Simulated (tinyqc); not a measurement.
# True capacitance, leakage and series resistance from two frequencies

Question. A capacitance C in parallel with G and in series with Rs is measured as Cp and D = Gp/(w Cp) at two frequencies. The series reading Cs = Cp (1 + D^2) equals C + G^2/(w^2 C), and Re Z = D/(w Cp (1 + D^2)) = Rs + G/(G^2 + w^2 C^2). Find C, G and Rs.

f (Hz): [1e6, 3e6]
Cp (pF): [61.3543058, 53.4215895]
D: [0.140016643, 0.413524225]

Answer. w^2 Cs = w^2 C + G^2/C is a straight line in w^2 with slope C; the intercept gives G, and the real part then gives Rs.

C = 62.6 pF
G = 0.962 uS
Rs = 350 ohm

Numbers from tinyqc (`OMP_NUM_THREADS=1 python tinyqc.py 2022053 2022054 out.jsonl`; about 0.01 s on one thread of a shared Intel Xeon 2.30GHz).
